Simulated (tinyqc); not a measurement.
# Resistance of a source-drain extension with a graded tip: effect of the active doping of the extension far from the gate

y runs along the channel, the gate covers y > 0. The doping is N0 for y < y0 and N0 10^(-(y - y0)/la) beyond, uniform over the depth xj. Sheet conductance s(y) = q mu(N) max(N - Nch, 0) xj + (for y > 0) ma Cox Vo, with mu(N) = u0 + (u1 - u0)/(1 + (N/Nr)^au) and Cox = eps0 eox/tox. Current is taken as one-dimensional; depletion of the tip, spreading and the contact are left out. The metallurgical junction lies at yj, where N = Nch.

R_spacer = integral of dy/s from -Ls to 0, R_ov from 0 to yj, R_channel = (Lg - 2 yj)/(ma Cox Vo), R_total = 2 R_spacer + 2 R_ov + R_channel. Electrical length L_eff = ma Cox dR_total/d(1/Vo); R_series = R_total - L_eff/(ma Cox Vo).

Values chosen for this exercise; mobility law close to that of holes in silicon:
```
symbol    value        unit                                                                 meaning
eox         3.9              relative permittivity of the gate insulator (close to silicon dioxide)
tox         2.8          nm                                                     insulator thickness
la          2.7   nm/decade                                                      lateral abruptness
y0          0.9          nm          position under the gate where the fall begins (gate edge at 0)
xj           25          nm                                                  depth of the extension
Nch      3.4e18       cm^-3                                                          channel doping
Ls           16          nm                                                           spacer length
Vo         0.81           V                                                          gate overdrive
ma           48  cm^2/(V s)                                      mobility of the gate-induced layer
u1        470.5  cm^2/(V s)                                                  mobility at low doping
u0         44.9  cm^2/(V s)                                                 mobility at high doping
Nr      2.23e17       cm^-3                                                        reference doping
au        0.719                                                                            exponent
Lg           40          nm                                                             gate length
```

Constants: q = 1.602176634e-19 C, eps0 = 8.8541878128e-14 F/cm where lengths are in cm. Results are converted to the units shown.

Effect of the active doping of the extension far from the gate:

| N0 (cm^-3) | yj (nm) | R_spacer (ohm um) | R_ov (ohm um) | R_channel (ohm um) | R_total (ohm um) | L_eff (nm) | R_series (ohm um) |
|---|---|---|---|---|---|---|---|
| 2e19 | 2.978 | 39.42 | 16.07 | 710.0 | 821.0 | 34.69 | 97.42 |
| 3.1e19 | 3.492 | 25.48 | 16.35 | 688.6 | 772.2 | 33.66 | 70.17 |
| 4.7e19 | 3.980 | 17.03 | 16.53 | 668.2 | 735.3 | 32.69 | 53.67 |
| 7.2e19 | 4.480 | 11.31 | 16.65 | 647.4 | 703.3 | 31.68 | 42.49 |
| 1.1e20 | 4.977 | 7.529 | 16.73 | 626.6 | 675.2 | 30.69 | 35.09 |
| 1.7e20 | 5.487 | 4.946 | 16.78 | 605.3 | 648.8 | 29.67 | 30.04 |
| 2.6e20 | 5.985 | 3.275 | 16.82 | 584.6 | 624.7 | 28.67 | 26.76 |
| 4e20 | 6.491 | 2.150 | 16.84 | 563.5 | 601.5 | 27.66 | 24.55 |

What does the table show?

As N0 goes from 2e19 to 4e20, R_total falls from 821 to 601 ohm um, L_eff falls from 34.7 to 27.7 nm and R_series falls from 97.4 to 24.6 ohm um.

Program tinyqc, `OMP_NUM_THREADS=1 python tinyqc.py 2282042 2282043 out.jsonl`; Intel Xeon 2.30GHz, shared host, one thread, about 0.09 s.
